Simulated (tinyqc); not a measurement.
From results back to parameters: donor level screened by free carriers (Yukawa potential). Four cases, with inputs chosen for the exercise.

Problem. With Debye screening alone, ks^2 = 4 pi q n/(eps kB T), 1e18/cm^3 = 1e-6/angstrom^3. The converged binding was computed from a hidden density.

Potential -(q/(eps r)) exp(-ks r), q = e^2/(4 pi eps0). In units Ry* = Ry m/eps^2 and a* = a0 eps/m the problem is [-Laplacian - 2 exp(-x r)/r] psi = E psi with x = ks a*.

Converged values use 18 functions exp(-z r), z = 1.55^i, i = -11 to 6: S = 2/A^3, H = z_i z_j S - 2/(A + x)^2, A = z_i + z_j.

Constants: e^2/(4 pi eps0) = 14.39964547 eV angstrom; kB = 8.617333262e-05 eV/K.

Case 1.

Values chosen (out of a larger set: near those of a donor in GaN, with one mean mass; not measured data): eps = 9.6 (dielectric constant); T = 200 K (temperature).

Ry* = 29.969 meV
a* = 25.03 angstrom
binding = 4.0896 meV

Case 2.

Values chosen (out of a larger set: near those of a donor in InP, with one mean mass; not measured data): eps = 12.3 (dielectric constant); T = 400 K (temperature).

Ry* = 7.464 meV
a* = 78.42 angstrom
binding = 3.6208 meV

Case 3.

Values chosen (out of a larger set: near those of a donor in Si, with one mean mass; not measured data): eps = 11.4 (dielectric constant); T = 200 K (temperature).

Ry* = 32.454 meV
a* = 19.46 angstrom
binding = 6.4194 meV

Case 4.

Values chosen (out of a larger set: near those of a donor in 4H SiC, with one mean mass; not measured data): eps = 9.8 (dielectric constant); T = 400 K (temperature).

Ry* = 56.100 meV
a* = 13.10 angstrom
binding = 24.0641 meV

Find: x; n.

Solution. The binding in Ry* falls steadily with x, so bisection gives x; then n = (x/a*)^2 eps kB T/(4 pi q).

Case 1.

x = 0.712
n = 0.74 x 1e18/cm^3

Case 2.

x = 0.324
n = 0.040 x 1e18/cm^3

Case 3.

x = 0.619
n = 1.1 x 1e18/cm^3

Case 4.

x = 0.371
n = 1.5 x 1e18/cm^3

Computed by tinyqc, one run a case: `OMP_NUM_THREADS=1 python tinyqc.py N N+1 out.jsonl` with N = 1282014, 1282017, 1282025, 1282035; one thread of a shared Intel(R) Xeon(R) Processor @ 2.30GHz, about 0.02 s a run at most.
